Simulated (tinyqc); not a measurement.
Changing the nearest-neighbour distance d: rigid-ion and shell models of the dielectric response of an ionic crystal. Computed by tinyqc, a small Python program. Command: `OMP_NUM_THREADS=1 python tinyqc.py 3016281 3016282 out.jsonl shell sweep`. One thread of a shared host (Intel(R) Xeon(R) Processor @ 2.30GHz), about 0.01 s of CPU time with the checks.

Charges +Z and -Z; 6 nearest neighbours, Madelung constant M = 1.747565, volume per ion pair Omega = 2.000000 d^3. Energy per pair U = -M Z^2 e2/d + 6 A exp(-d/rho), e2 = e^2/(4 pi eps_0). In the shell model the anion is a core of charge Y - Z and a massless shell of charge -Y, joined by the spring k; the repulsion acts on the shell. Each ion feels the Lorentz field E + (4 pi/3) P (Gaussian units).

Inputs (values chosen for the exercise, for a model crystal):
```
quantity                       value           unit
ionic charge Z                 0.838              e
hardness d/rho                  11.3              -
cation mass                      167              u
anion mass                      79.9              u
shell charge size Y              3.2              e
core-shell spring k              160  eV/angstrom^2
cation polarisability alpha_+    0.5     angstrom^3
```

Structure: rock salt.

Constants: e^2/(4 pi eps_0) = 14.39964548 eV angstrom; 1 eV/angstrom^3 = 160.2176634 GPa; nu for 1 eV/(angstrom^2 u) = 15.6333042 THz; 1 THz = 33.35640952 1/cm.

Method:
- Zero pressure fixes 6 A exp(-d/rho) = M Z^2 e2 rho/d^2. Then U = -(M Z^2 e2/d)(1 - rho/d), B = M Z^2 e2 (d/rho - 2)/(9 Omega d), and the spring of one sublattice against the other is R = (1/3) x (Laplacian of the repulsion summed over neighbours) = M Z^2 e2 (d/rho - 2)/(3 d^3), so R = 3 B Omega/d^2.
- Eliminating the shell gives the anion polarisability alpha_- = Y^2 e2/(k + R), the Szigeti charge Z_S = Z - Y R/(k + R) and the softened spring R' = k R/(k + R). With b = 4 pi (alpha_+ + alpha_-)/(3 Omega): eps_inf = (1 + 2b)/(1 - b) (Clausius-Mossotti); Born charge Z* = Z_S (eps_inf + 2)/3.
- mu lambda_TO = R' - (4 pi e2/(3 Omega)) Z_S^2/(1 - b); mu lambda_LO = mu lambda_TO + 4 pi e2 Z*^2/(eps_inf Omega); eps_s = eps_inf lambda_LO/lambda_TO.
- lambda in eV/(angstrom^2 u) gives the wavenumber 15.6333042 x 33.35640952 x sqrt(lambda); mu is the reduced mass.

One run for each value:
```
nearest-neighbour distance d (angstrom)   eps_s  eps_inf  omega_TO (1/cm)  bulk modulus B (GPa)
1.87                                     8.2584   3.3631           144.71                119.63
1.98                                     6.7459   2.7851           136.41                 95.18
2.09                                     5.8226   2.4020           127.97                 76.67
2.20                                     5.2065   2.1321           119.92                 62.45
2.31                                     4.7700   1.9334           112.43                 51.37
2.42                                     4.4473   1.7825           105.55                 42.65
2.53                                     4.2009   1.6647            99.25                 35.70
2.64                                     4.0080   1.5710            93.50                 30.11
2.75                                     3.8539   1.4951            88.23                 25.58
```

Over the rows, eps_s falls from 8.26 to 3.85 (exponent d ln y / d ln x -3.5 between the first rows and -0.96 between the last); eps_inf falls from 3.36 to 1.50 (exponent d ln y / d ln x -3.3 between the first rows and -1.2 between the last); omega_TO (1/cm) falls from 145 to 88.2 (exponent d ln y / d ln x -1.0 between the first rows and -1.4 between the last). The exponent of bulk modulus B stays at -4: B is an energy ~ 1/d over a volume ~ d^3. d/rho, k and the cation polarisability are held fixed, so each row is a different crystal at zero pressure, not one crystal under strain.
